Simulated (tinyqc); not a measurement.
Changing the grain-boundary reflection R: size effects in the resistivity of thin metal films and interconnect lines. Computed by tinyqc, a small Python program. Command: `OMP_NUM_THREADS=1 python tinyqc.py 3031197 3031198 out.jsonl size sweep`. One thread of a shared host (Intel(R) Xeon(R) Processor @ 2.30GHz), about 0.01 s of CPU time with the checks.

Electrons lose their drift at surfaces (a share 1 - p of the hits) and at grain boundaries (reflection R), besides bulk scattering.

Inputs (values chosen for the exercise, modelled on aluminium):
```
quantity                    value         unit
bulk resistivity rho_b       2.65  microohm cm
bulk mean free path lambda   17.8           nm
specularity p                   0            -
film thickness h              140           nm
grain size over thickness     1.8            -
```

Geometry: film.

Method:
- D = (ratio) h.
- Mayadas-Shatzkes: alpha = (lambda/D) R/(1 - R); rho_b/rho = 1 - 3 alpha/2 + 3 alpha^2 - 3 alpha^3 ln(1 + 1/alpha).
- Fuchs-Sondheimer film: rho_b/rho = 1 - (3/(2 kappa))(1 - p) int_0^1 (s - s^3)(1 - exp(-kappa/s))/(1 - p exp(-kappa/s)) ds, f = rho/rho_b, kappa = thickness/lambda, 80 Gauss-Legendre points.
- Both together (Mayadas-Shatzkes film): rho_b/rho = (rho_b/rho of the grains alone) - (6/(pi kappa))(1 - p) int_0^(pi/2) dphi int_0^1 ds (cos^2 phi/H^2)(s - s^3)(1 - exp(-kappa H/s))/(1 - p exp(-kappa H/s)), H = 1 + alpha/(cos phi sqrt(1 - s^2)), 40 x 80 Gauss-Legendre points.
- Sheet resistance rho/h; additive estimate rho_b (f_surface + f_grain - 1).

One run for each value:
```
grain-boundary reflection R  resistivity rho (microohm cm)  rho/rho_b from grains    alpha
0.05                                                2.7972                 1.0056  0.00372
0.16                                                2.8350                 1.0201  0.01345
0.26                                                2.8789                 1.0369  0.02482
0.37                                                2.9429                 1.0613  0.04148
0.48                                                3.0331                 1.0957  0.06520
0.59                                                3.1705                 1.1481  0.10165
0.69                                                3.3778                 1.2269  0.15722
0.80                                                3.8390                 1.4019  0.28254
```

Over the rows, resistivity rho (microohm cm) rises from 2.80 to 3.84 (exponent d ln y / d ln x 0.012 between the first rows and 0.87 between the last); rho/rho_b from grains rises from 1.01 to 1.40 (exponent d ln y / d ln x 0.012 between the first rows and 0.90 between the last); alpha rises from 0.00372 to 0.283 (exponent d ln y / d ln x 1.1 between the first rows and 4.0 between the last).
